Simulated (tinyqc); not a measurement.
Oxide trap near a transistor channel: two-state multiphonon kinetics, telegraph noise and bias instability: one step, computed by the program tinyqc. Command: `OMP_NUM_THREADS=1 python tinyqc.py 3017888 3017889 out.jsonl oxidetrap walk`. One thread of a shared host (Intel(R) Xeon(R) Processor @ 2.30GHz), about 0.01 s of CPU time with the checks.

An n-channel device under positive gate bias. The trap is empty (state 1) or holds an electron (state 2); both states are parabolas of equal curvature, and the electron reservoir is taken at the Fermi level of the channel.

Question. Step height and noise. Charge-sheet step dV = e (t_ox - x)/(eps_ox eps_0 W L); Lorentzian spectrum S(f) = 4 dV^2 tau_0^2/((tau_c + tau_e)(1 + (2 pi f tau_0)^2)); corner 1/(2 pi tau_0); variance dV^2 f_2 (1 - f_2) = dV^2 tau_0/(tau_c + tau_e).

Inputs (values chosen for the exercise, with an insulator like SiO2 on silicon):

| quantity | value | unit |
|---|---|---|
| insulator constant eps_ox | 3.86 | - |
| insulator thickness t_ox | 3.1 | nm |
| trap depth x from the interface | 1.5 | nm |
| temperature T | 300 | K |
| channel width W | 190 | nm |
| channel length L | 53 | nm |
| frequency f | 2 | Hz |

Parts treated: one trap.

tau_0 = 331795.3 s

capture time tau_c = 344181.3 s

emission time tau_e = 9219862 s

Constants: e = 1.602176634e-19 C; eps_0 = 8.8541878128e-12 F/m.

Give: threshold step dV; corner frequency; S(f); root-mean-square noise.

Answer.

threshold step dV = 0.74484 mV

corner frequency = 4.7968e-07 Hz

S(f) = 1.4694e-15 V^2/Hz

root-mean-square noise = 0.13873 mV

f lies above the corner, on the 1/f^2 tail. Random dopants and current percolation, left out here, spread real steps around this value.
